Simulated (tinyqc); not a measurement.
What each parameter does: polytypes by hexagonality, and a cubic inclusion as a quantum well.

Gap: E3 + (E2 - E3) h. Valence top Ev2 h and polarisation P2 h, both counted from 3C; Ec = Ev + gap.

A cubic inclusion of width L = N d in the host (h = 1) is a well of depth V = Ec(host) - Ec(3C). Square well with mass mismatch: k tan(k L/2) = (m_w/m_b) q, k = sqrt(m_w E/c), q = sqrt(m_b (V - E)/c), c = hbar^2/2m0, lowest root. The depth of the level, V - E, is its binding, and the transition to the valence top of the host is gap(host) - (V - E). The step in polarisation gives a field |F| = |P|/(eps eps0) in a thin inclusion, eps0 = 8.8541878e-12 F/m.

Constants: hbar^2/2m0 = 3.80998211 eV angstrom^2.

Values chosen for the exercise (of the order of those of InP; shifted at random, so the results belong to these values and not to a real crystal): E3 = 1.407 eV (gap of the cubic polytype); E2 = 1.475 eV (gap of 2H); Ev2 = 0.039 eV (valence top of 2H above that of 3C); P2 = -0.0016 C/m^2 (spontaneous polarisation of 2H); m = (0.086, 0.077) m0 (electron mass along c in the cubic layer and in the host); d = 3.391 angstrom (thickness of a double layer); eps = 12.6 (dielectric constant); N = 6 (double layers in the cubic inclusion).

Well depth, depth of the level, transition without the field and field.

One parameter was then changed.

Results before and after:
```
case     V (eV)  depth (eV)  transition (eV)  |F| (MV/cm)
base     0.1070      0.0188           1.4562        0.143
changed  0.1070      0.0238           1.4512        0.143
```

Which of these changes was made? (a) E3 = 1.387 eV; (b) P2 = -0.0021 C/m^2; (c) m = (0.103, 0.077) m0; (d) E2 = 1.505 eV; (e) eps = 13.6; (f) Ev2 = 0.069 eV; (g) N = 7.

Answer: (g) N = 7. Of the candidates, run in turn, only this one gives the changed row.

All candidates:
```
case                   V (eV)  depth (eV)  transition (eV)  |F| (MV/cm)
base                   0.1070      0.0188           1.4562        0.143
N = 7                  0.1070      0.0238           1.4512        0.143
Ev2 = 0.069 eV         0.1370      0.0291           1.4459        0.143
E3 = 1.387 eV          0.1270      0.0255           1.4495        0.143
E2 = 1.505 eV          0.1370      0.0291           1.4759        0.143
P2 = -0.0021 C/m^2     0.1070      0.0188           1.4562        0.188
eps = 13.6             0.1070      0.0188           1.4562        0.133
m = (0.103, 0.077) m0  0.1070      0.0192           1.4558        0.143
```

Program tinyqc; command `OMP_NUM_THREADS=1 python tinyqc.py 1851043 1851044 out.jsonl`; about 0.08 s on one thread of a shared Intel(R) Xeon(R) Processor @ 2.30GHz.
